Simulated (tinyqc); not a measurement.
Inside a calculation. Method: tight binding, kagome lattice. One step of it, computed by the program tinyqc.

Problem. Levels at k. Diagonalise the Hermitian matrix.

H(k) at k (eV), lower triangle (Hermitian):
```
                     A                    B         C
A             0.000000
B  -1.197794+0.082448i             0.000000
C  -1.494033+0.418465i  -1.841972-0.385575i  0.000000
```

Give: eigenvalues; weights |c|^2 of the basis functions.

Solution.

eigenvalues (eV): -3.079  1.009  2.070

weights |c|^2 of the basis functions:
```
   band 1  band 2  band 3
A   0.282   0.582   0.136
B   0.336   0.320   0.344
C   0.382   0.098   0.520
```
